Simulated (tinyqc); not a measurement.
Capacitances against the relative permittivity between the lines.

Endless row of lines of width wl, height tl and space sl between grounded planes at distance hd; e2 fills the gaps beside the lines, e1 the rest. Laplace's equation is solved on meshes of 3, 6 and 12 steps per unit u and extrapolated (Aitken), which is good to about 0.2 %. C_even (all lines at 1 V) is the capacitance Cg to the planes; C_odd (neighbours in antiphase) = Cg + 4 Cc if only nearest neighbours couple, which defines Cc; total with quiet neighbours Cg + 2 Cc. Plate values 2 eps0 e1 wl/hd and eps0 e2 tl/sl.

Values chosen for this exercise:
- e1 = 2.7 (relative permittivity above and below the lines)
- wl = 4 u (line width, in units u)
- tl = 6 u (line height)
- sl = 8 u (space between lines)
- hd = 4 u (distance to each plane)

Constants: eps0 = 8.8541878128e-12 F/m. Results are converted to the units shown.

The same in every row: plate Cg (aF/um) = 47.8.

Result of one run:
```
e2	Cg (aF/um)	Cc (aF/um)	Cg + 2 Cc (aF/um)	C_odd (aF/um)	plate Cc (aF/um)	share of coupling, 2 Cc/(Cg + 2 Cc) (%)
7	127	40.8	208	290	46.5	39.2
```

What becomes of these results when the relative permittivity between the lines e2 is changed from 7 to 2, all else the same?

Result of the changed run:
```
e2	Cg (aF/um)	Cc (aF/um)	Cg + 2 Cc (aF/um)	C_odd (aF/um)	plate Cc (aF/um)	share of coupling, 2 Cc/(Cg + 2 Cc) (%)
2	110	10.7	132	153	13.3	16.3
```

The whole series:
```
e2	Cg (aF/um)	Cc (aF/um)	Cg + 2 Cc (aF/um)	C_odd (aF/um)	plate Cc (aF/um)	share of coupling, 2 Cc/(Cg + 2 Cc) (%)
1	102	5.54	113	124	6.64	9.82
1.5	106	8.04	123	139	9.96	13.1
2	110	10.7	132	153	13.3	16.3
2.5	113	13.5	140	167	16.6	19.2
3	116	16.3	148	181	19.9	22.0
3.9	119	21.6	163	206	25.9	26.6
5	123	28.3	179	236	33.2	31.6
7	127	40.8	208	290	46.5	39.2
```

As e2 goes from 1 to 7, Cg rises from 102 to 127 aF/um, Cc rises from 5.54 to 40.8 aF/um and the share of coupling rises from 9.82 to 39.2 %. Cg is 2.13 times its plate value in the first row and 2.65 times in the last; for Cc the ratios are 0.834 and 0.878. Neighbours in antiphase raise the load by a factor of 1.10 and 1.39 over quiet ones.

Numbers from tinyqc (`OMP_NUM_THREADS=1 python tinyqc.py 2790223 2790224 out.jsonl`; about 0.9 s on one thread of a shared Intel Xeon 2.30GHz).
